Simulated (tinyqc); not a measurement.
On-chip power grid, static voltage drop by conjugate gradients: two steps of the calculation.

A grid of 3 rows and 4 columns, node k = 4 row + column. Neighbours in a row are joined by Rx, in a column by Ry; pad nodes, which reach the supply through Rp: 0, 8. Each node draws I0, node 4 draws kh I0. The drops u = Vdd - V solve G u = i, with G the conductance matrix (1/Rp added on the diagonal at pad nodes).

Inputs (values chosen for the exercise):

| symbol | value | unit | meaning |
|---|---|---|---|
| Vdd | 0.8 | V | supply voltage |
| Rx | 0.21 | ohm | resistance of a horizontal segment |
| Ry | 0.13 | ohm | resistance of a vertical segment |
| Rp | 0.25 | ohm | resistance from a pad node to the supply |
| I0 | 1.2 | mA | load current of an ordinary node |
| kh | 8 |  | factor on the load at the hot node |

Task 1. Conjugate-gradient step. q = G p; with z = r/G_kk: a = (r.z)/(p.q); u(new) = u + a p; r(new) = r - a q; b = (r.z)(new)/(r.z); p(new) = z(new) + b p.

u at the start (mV):
```
       col 0  col 1  col 2  col 3
row 0      0      0      0      0
row 1      0      0      0      0
row 2      0      0      0      0
```

r at the start (mA):
```
       col 0  col 1  col 2  col 3
row 0    1.2    1.2    1.2    1.2
row 1    9.6    1.2    1.2    1.2
row 2    1.2    1.2    1.2    1.2
```

p at the start (mV):
```
             col 0        col 1        col 2        col 3
row 0  0.072929653  0.069702128  0.069702128  0.096352941
row 1   0.47650909  0.048176471  0.048176471  0.059563636
row 2  0.072929653  0.069702128  0.069702128  0.096352941
```

Wanted: q; a; u after iteration 1; r after iteration 1; b; p after iteration 1.

Result 1.

q (mA):
```
         col 0    col 1    col 2    col 3
row 0  -2.7974   0.1502   0.0387   0.4099
row 1   8.2486  -2.3708  -0.3854  -0.5118
row 2  -2.7974   0.1502   0.0387   0.4099
```

a = 1.5882

u after iteration 1 (mV):
```
         col 0    col 1    col 2    col 3
row 0  0.11583  0.11070  0.11070  0.15303
row 1  0.75679  0.07651  0.07651  0.09460
row 2  0.11583  0.11070  0.11070  0.15303
```

r after iteration 1 (mA):
```
         col 0   col 1   col 2   col 3
row 0   5.6428  0.9614  1.1386  0.5490
row 1  -3.5005  4.9654  1.8121  2.0128
row 2   5.6428  0.9614  1.1386  0.5490
```

b = 1.1100

p after iteration 1 (mV):
```
         col 0    col 1    col 2    col 3
row 0  0.42389  0.13321  0.14350  0.15103
row 1  0.35517  0.25282  0.12622  0.16602
row 2  0.42389  0.13321  0.14350  0.15103
```

Task 2. Worst drop, pad currents and power lost. Pad current u/Rp; worst drop as a share of Vdd; power lost in the grid and pads sum_k i_k u_k; power delivered sum_k i_k (Vdd - u_k).

converged u (mV):
```
           col 0      col 1      col 2      col 3
row 0  2.8500000  3.8129614  4.3478507  4.6043627
row 1  3.5798811  3.9219583  4.3641796  4.6071558
row 2  2.8500000  3.8129614  4.3478507  4.6043627
```

Give: worst drop; share of Vdd; pad currents; power lost; power delivered.

Result 2.

worst drop = 4.607 mV
share of Vdd = 0.5759 %
pad currents (mA): node 0 11.40, node 8 11.40
power lost = 0.08732 mW
power delivered = 18.15 mW

The pad currents add up to the total load, 22.80 mA. The worst drop is at node 7, not at the hot node.

Program tinyqc, `OMP_NUM_THREADS=1 python tinyqc.py 2770132 2770133 out.jsonl`; Intel Xeon 2.30GHz, shared host, one thread, about 0.1 s.
